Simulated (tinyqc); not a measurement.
What moves the results: hole subbands of a hard-walled well, four-band Luttinger model. A value that a table varies takes the place of the one given here.

Hole energies are counted downwards from the unstrained band edge, c = hbar^2/2m0. After the usual block transformation one block is H = [[P + Q - Zs, R - i S], [R + i S, P - Q + Zs]] in (heavy, light), with P +/- Q = c [(g1 +/- g2) k^2 + (g1 -/+ 2 g2) kz^2], R = sqrt(3) c gR k^2, S = 2 sqrt(3) c g3 k kz, kz = -i d/dz; axial approximation gR = (g2 + g3)/2. Zs = b (e_par - e_perp) is the shear part of the strain (the hydrostatic part shifts all levels alike and is left out). Basis sqrt(2/L) sin(n pi z/L), n = 1 to N, for each component: kz^2 gives (n pi/L)^2 and the heavy-light block is R delta_nm - 2 sqrt(3) c g3 k D_nm with D_nm = 4 n m/(L (n^2 - m^2)) for n + m odd, 0 otherwise. The other block has the same levels. The split-off band is left out.

Constants: hbar^2/2m0 = 3.80998211 eV angstrom^2.

Values chosen for the exercise (near those of Ge; not measured data): g1 = 13.43 (Luttinger gamma1); g2 = 4.29 (gamma2); g3 = 5.65 (gamma3); L = 175 angstrom (well width along [001]); Zs = 0 eV (shear strain energy); k = 0.0194 1/angstrom (wave vector in the plane); Zlist = (-0.0199, -0.0162, -0.0082, -0.0034, 0, 0.0089, 0.0184) eV (shear strain energies (negative: tension in the plane, for b < 0)).

## Which coupling does what

N = 20, at the given k. Diagonal: R = S = 0. Along [100] and [110] gR is g2 and g3 instead of their mean.

Hole energies (meV):

| model | E1 | E2 | E3 | E4 |
|---|---|---|---|---|
| diagonal | 31.36 | 40.13 | 49.23 | 79.00 |
| R alone | 22.65 | 47.17 | 48.85 | 78.15 |
| S alone | 19.02 | 24.02 | 51.86 | 57.67 |
| axial | 13.53 | 25.25 | 51.60 | 60.02 |
| [100] | 14.65 | 25.19 | 51.67 | 59.43 |
| [110] | 12.35 | 25.22 | 51.51 | 60.68 |

The couplings move E1 by -17.84 meV: R alone by -8.72, S alone by -12.34, so S matters more at k L/pi = 1.08 (R grows as k^2 and joins equal n, S as k and joins n of opposite parity). Warping spreads E1 by 2.30 meV between [100] and [110], the hole being heavier along [110]; the axial value lies between them.

## Strain

N = 20. dE is the rise of the top subband from k = 0 to k1 = pi/(4L), m1 = c k1^2/dE (dash if dE is not positive), and the heavy weight is taken at k = pi/L.

Top subband:

| Zs (eV) | HH1 (meV) | LH1 (meV) | dE (meV) | heavy weight | m1 (m0) |
|---|---|---|---|---|---|
| -0.0199 | 25.9 | 7.1 | -0.060 | 0.181 | - |
| -0.0162 | 22.2 | 10.8 | -0.238 | 0.225 | - |
| -0.0082 | 14.2 | 18.8 | 0.895 | 0.364 | 0.086 |
| -0.0034 | 9.4 | 23.6 | 1.035 | 0.483 | 0.074 |
| 0.0000 | 6.0 | 27.0 | 1.066 | 0.579 | 0.072 |
| 0.0089 | -2.9 | 35.9 | 1.116 | 0.801 | 0.069 |
| 0.0184 | -12.4 | 45.4 | 1.151 | 0.908 | 0.067 |

HH1 and LH1 cross at Zs = -2 c g2 (pi/L)^2 = -0.0105 eV; for more negative Zs the light hole is on top. Among the rows with HH1 on top, m1 goes from 0.086 to 0.067 m0 as the splitting widens from 5 to 58 meV, against the unmixed 1/(g1 + g2) = 0.056: compression lightens the holes here. A dash marks a top subband whose hole energy at k1 lies below that at k = 0: an electron-like (negative) mass. m1 describes the neighbourhood of k = 0 only; where HH1 and LH1 lie close, the band may peak further out.

## Size of the sine basis

The four lowest hole energies at the given k for growing N.

Hole energies (meV):

| N | E1 | E2 | E3 | E4 |
|---|---|---|---|---|
| 2 | 15.259 | 29.871 | 68.640 | 128.162 |
| 3 | 13.741 | 25.724 | 59.114 | 64.910 |
| 4 | 13.720 | 25.517 | 52.293 | 60.722 |
| 6 | 13.583 | 25.324 | 51.787 | 60.191 |
| 10 | 13.536 | 25.264 | 51.636 | 60.051 |
| 20 | 13.525 | 25.249 | 51.598 | 60.018 |
| 40 | 13.524 | 25.247 | 51.593 | 60.014 |
| 80 | 13.523 | 25.247 | 51.593 | 60.013 |

Is N = 3 enough for 1 meV in the two lowest levels?

Yes: against N = 80, N = 3 errs by up to 0.48 meV in E1 and E2, always upwards, as a variational basis must. Both are within 0.1 meV of N = 80 from N = 6 on; N = 40 and N = 80 differ by 2.4e-04 meV at most.

## What each parameter does

N = 20; the three lowest hole energies at the given k and the heavy weight of the lowest. Each row changes one parameter from the base and keeps the others.

Results:

| case | E1 (meV) | E2 (meV) | E3 (meV) | heavy weight |
|---|---|---|---|---|
| base | 13.53 | 25.25 | 51.60 | 0.548 |
| g1 = 14.5 | 17.28 | 30.31 | 63.24 | 0.551 |
| g2 = 4.72 | 12.40 | 23.75 | 45.61 | 0.558 |
| g3 = 5.2 | 15.41 | 27.32 | 54.48 | 0.557 |
| L = 165 angstrom | 15.01 | 27.12 | 57.47 | 0.571 |
| Zs = 0.02 eV | 3.44 | 12.19 | 36.77 | 0.889 |
| k = 0.0252 1/angstrom | 15.09 | 29.91 | 56.01 | 0.478 |

The largest shifts from the base row, up to three for each result and ties (the steps differ in size, so this ranks the rows, not the parameters). E1 (meV): Zs -10.08, g1 +3.76, g3 +1.89. E2 (meV): Zs -13.06, g1 +5.07, k +4.66. E3 (meV): Zs -14.83, g1 +11.64, g2 -5.99. heavy weight: Zs +0.341, k -0.070, L +0.023.

tinyqc: `OMP_NUM_THREADS=1 python tinyqc.py 1282427 1282428 out.jsonl`; about 0.2 s, one thread, shared Intel(R) Xeon(R) Processor @ 2.30GHz.
